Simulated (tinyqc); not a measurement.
Length of a polyene: Hueckel, PPP and singles CI along the polyenes. Computed by the program tinyqc. 

All-trans chains of carbon centres 1.40 angstrom apart:
```
parameter                               value
beta (eV), times 1 +/- alternation  -2.690000
alternation                                 0
W (eV)                              11.160000
gamma_rr (eV)                       10.590000
repulsion formula                        Ohno
```

Hueckel uses the same beta without repulsion; CIS keeps all single excitations and so misses the low, doubly excited 2Ag state. W is the valence ionisation energy of a centre, MN the Mataga-Nishimoto formula, f the oscillator strength.

Gaps and excitations (eV):
```
centres  Hueckel gap  PPP orbital gap  bright singlet (CIS)       f  lowest triplet (CIS)
2             5.3800          12.7583                6.9858  0.5989                3.7742
4             3.3250           9.7805                5.3081  1.1634                2.4398
6             2.3943           8.2465                4.3311  1.6736                1.7962
8             1.8685           7.3070                3.6934  2.1374                1.4357
10            1.5313           6.6734                3.2438  2.5560                1.2115
```

The Hueckel gap tends to 4 x alternation x |beta| = 0.00 eV for long chains (zero without alternation, falling as 1/N). Exchange opens the PPP orbital gap, and the attraction of electron and hole brings the bright state 3.43 eV below it at 10 centres; the triplet lies 2.03 eV lower still.
